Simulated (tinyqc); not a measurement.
Electron continuity equation in a given potential, Scharfetter-Gummel discretisation: one step of the calculation.

Steady state in one dimension: J = q mu n E + q D dn/dx with E = -dpsi/dx and D = mu Vt, dJ/dx = 0, fixed densities nL and nR at the ends. The potential is given, psi = U (x/L)^2, and is not changed by the electrons.

Problem. Bernoulli factors. d_i = (psi_(i+1) - psi_i)/Vt; B(d) = d/(exp(d) - 1), B(0) = 1. The flux on interval i is J_i = (q D/h) [n_(i+1) B(d_i) - n_i B(-d_i)].

Values chosen for this exercise: temperature T = 300 K.

Constants: q = 1.602176634e-19 C, kB = 1.380649e-23 J/K, Vt = kB T/q. Results are converted to the units shown.

psi, node 0 to 10 (V): 0.00000000  -0.00210000  -0.00840000  -0.01890000  -0.03360000  -0.05250000  -0.07560000  -0.10290000  -0.13440000  -0.17010000  -0.21000000

Give: d_i; B(d_i); B(-d_i).

Solution.

```
interval	d_i	B(d_i)	B(-d_i)
0	-0.0812	1.0412	0.95993
1	-0.2437	1.1268	0.88310
2	-0.4062	1.2168	0.81063
3	-0.5686	1.3111	0.74249
4	-0.7311	1.4097	0.67861
5	-0.8935	1.5124	0.61889
6	-1.0560	1.6193	0.56324
7	-1.2185	1.7300	0.51153
8	-1.3809	1.8446	0.46361
9	-1.5434	1.9627	0.41935
```

The largest |d_i| is 1.54, below 2, so central differences would also keep densities positive.

Range of the model: The drift velocity mu E exceeds 1e7 cm/s somewhere, where real mobilities no longer stay constant.

Computed by the program tinyqc: `OMP_NUM_THREADS=1 python tinyqc.py 2220028 2220029 out.jsonl`, one thread of a shared Intel Xeon 2.30GHz, about 0.01 s for the whole run.
